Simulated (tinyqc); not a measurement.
Free and nearly free electrons in a metal: one step. The Fermi sphere. Two cases, with inputs chosen for the exercise.

Task: Evaluate the free-electron quantities.

The cubic cell holds 2 atoms: n = 2 z/a^3, kF = (3 pi^2 n)^(1/3), EF = c kF^2/m, vF = 2 c kF/(m hbar), c = hbar^2/2m0; rs = (3/(4 pi n))^(1/3)/a0; D(EF) = 3 n/(2 EF).

Constants: hbar^2/2m0 = 3.80998211 eV angstrom^2; hbar = 6.58211957e-16 eV s; a0 (Bohr radius) = 0.5291772105 angstrom.

Give: n; kF; EF; vF; rs; D(EF) per atom.

Case 1.

Values chosen (out of a larger set: near those of K; not measured data): a = 5.298 angstrom (bcc lattice constant); z = 1 (free electrons an atom); m = 1 m0 (mass).

Result:

n = 0.01345 1/angstrom^3
kF = 0.7357 1/angstrom
EF = 2.062 eV
vF = 8.517e+05 m/s
rs = 4.930
D(EF) per atom = 0.7274 1/eV

Case 2.

Values chosen (out of a larger set: near those of Na; not measured data): a = 4.236 angstrom (bcc lattice constant); z = 1 (free electrons an atom); m = 1 m0 (mass).

Result:

n = 0.02631 1/angstrom^3
kF = 0.9202 1/angstrom
EF = 3.226 eV
vF = 1.065e+06 m/s
rs = 3.941
D(EF) per atom = 0.4650 1/eV

Computed by tinyqc, one run a case: `OMP_NUM_THREADS=1 python tinyqc.py N N+1 out.jsonl` with N = 1651187, 1651586; one thread of a shared Intel(R) Xeon(R) Processor @ 2.30GHz, about 0.01 s a run at most.
